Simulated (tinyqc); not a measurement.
## Conversion gain and read noise from the photon-transfer curve

Inverse problem. Temporal variance = CG x mean output + vn^2 (dark signal removed), CG = q As/Cf. Find CG, vn, the read noise in electrons and Cf.

Inputs (values chosen for the exercise):
- As = 0.88 (source-follower gain)

Constants: q = 1.602176634e-19 C. Results are converted to the units shown.

temporal variance at mean outputs of 53 and 320 mV (mV^2): 3.744924910  22.56729601

Solution. Poisson statistics make the slope equal to CG; the intercept is vn^2.

CG = 70.50 uV/electron
vn = 93.00 uV
read noise = 1.319 electrons
Cf = 2.000 fF

Program tinyqc, `OMP_NUM_THREADS=1 python tinyqc.py 2630131 2630132 out.jsonl`; Intel Xeon 2.30GHz, shared host, one thread, about 0.01 s.
